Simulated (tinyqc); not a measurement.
Millisecond and nanosecond annealing: surface heating, thermal budget and solid-phase regrowth: one step, computed by the program tinyqc.

A square pulse heats the surface of a thick wafer with constant thermal properties; losses by radiation are neglected and silicon melts at 1414 C.

Task: Thermal budget. Absorbed flux q = (1 - R) fluence/t_p; kappa = k/c. With f(z, t) = (2 q/k) sqrt(kappa t) ierfc(z/(2 sqrt(kappa t))), ierfc(x) = exp(-x^2)/sqrt(pi) - x erfc(x): T = T0 + f(z, t) during the pulse and T0 + f(z, t) - f(z, t - t_p) after it. Temperatures in kelvin are T(C) + 273.15. Integrate exp(-E/(k_B T(t))) at the surface from 0 to 10 t_p (Gauss-Legendre, 60 points in sqrt(t) up to t_p and 60 in sqrt(t - t_p) after it). (Dt) = D0 x integral with E; regrowth = v0 x integral with E_v; effective time = integral/exp(-E/(k_B T_peak)).

Inputs (values chosen for the exercise, modelled on hot silicon with phosphorus):
```
quantity,value,unit
incident fluence,0.624,J/cm^2
pulse length t_p,2.8e-07,s
reflectance R,0.4,-
thermal conductivity k,0.27,W/(cm K)
heat capacity per volume c,2.15,J/(cm^3 K)
preheat temperature T0,200,C
dopant prefactor D0,5.31,cm^2/s
dopant activation energy E,3.67,eV
regrowth prefactor v0,3.5e+08,cm/s
regrowth energy E_v,2.71,eV
```

Source: pulsed laser.

peak temperature = 1247.878 C

Constants: k_B = 8.617333262e-05 eV/K.

Give: budget (Dt); diffusion length 2 sqrt(Dt); effective time over t_p; possible regrowth.

Result:

budget (Dt) = 1.005e-19 cm^2

diffusion length 2 sqrt(Dt) = 0.006339 nm

effective time over t_p = 0.09770

possible regrowth = 0.1338 nm

Caution: cold silicon conducts heat several times better than the constant k used here, so the real melting fluence is higher. Caution: equilibrium diffusivities are used; implant damage enhances diffusion, and k and c vary with temperature. Caution: the peak lies above 1150 C, and amorphous silicon melts some 200 to 250 K below the crystal, so a layer that has not regrown before the peak may melt instead. Caution: a diffusion length below the atomic spacing of 0.235 nm means about one jump per atom or fewer, so the profile does not change measurably.
